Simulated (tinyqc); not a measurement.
Inside a calculation. Method: ROHF in the 3-21g basis, for H2, spin multiplicity 3. One step of it, computed by the program tinyqc.

Problem. Iteration 2: diagonalisation and new density. Diagonalise F' = X^T F X, C = X C', fill 2 alpha and 0 beta electrons from the bottom; D(s) = C_occ C_occ^T. Each column has its largest component positive (the first on a tie).

effective F (hartree), lower triangle:
```
           1H 1s      1H 2s      2H 1s      2H 2s
1H 1s  -0.002433
1H 2s  -0.444580  -0.201388
2H 1s  -0.435935  -0.394230  -0.002433
2H 2s  -0.394230  -0.225947  -0.444580  -0.201388
```

X, lower triangle:
```
           1H 1s      1H 2s      2H 1s     2H 2s
1H 1s   1.272375
1H 2s  -0.484975   1.937880
2H 1s  -0.175490   0.070492   1.272375
2H 2s   0.070492  -0.994203  -0.484975  1.937880
```

Give: F' = X^T F X; orbital energies; coefficients C; D(alpha) after iteration 2; D(beta) after iteration 2.

Solution.

F' = X^T F X (hartree), lower triangle:
```
         1        2        3       4
1   0.5796
2  -0.6319   0.3546
3  -0.4177  -0.0140   0.5796
4  -0.0140  -0.1543  -0.6319  0.3546
```

orbital energies (hartree): MO1 -0.4651, MO2 0.0887, MO3 0.8273, MO4 1.4175

coefficients C:
```
          MO1      MO2      MO3      MO4
1H 1s  0.3524   0.2509   0.7505  -1.0675
1H 2s  0.2545   1.4935  -0.6829   1.4907
2H 1s  0.3524  -0.2509   0.7505   1.0675
2H 2s  0.2545  -1.4935  -0.6829  -1.4907
```

D(alpha) after iteration 2, lower triangle:
```
         1H 1s    1H 2s   2H 1s   2H 2s
1H 1s   0.1872
1H 2s   0.4645   2.2954
2H 1s   0.0612  -0.2851  0.1872
2H 2s  -0.2851  -2.1659  0.4645  2.2954
```

D(beta) after iteration 2, lower triangle:
```
        1H 1s   1H 2s   2H 1s   2H 2s
1H 1s  0.0000
1H 2s  0.0000  0.0000
2H 1s  0.0000  0.0000  0.0000
2H 2s  0.0000  0.0000  0.0000  0.0000
```
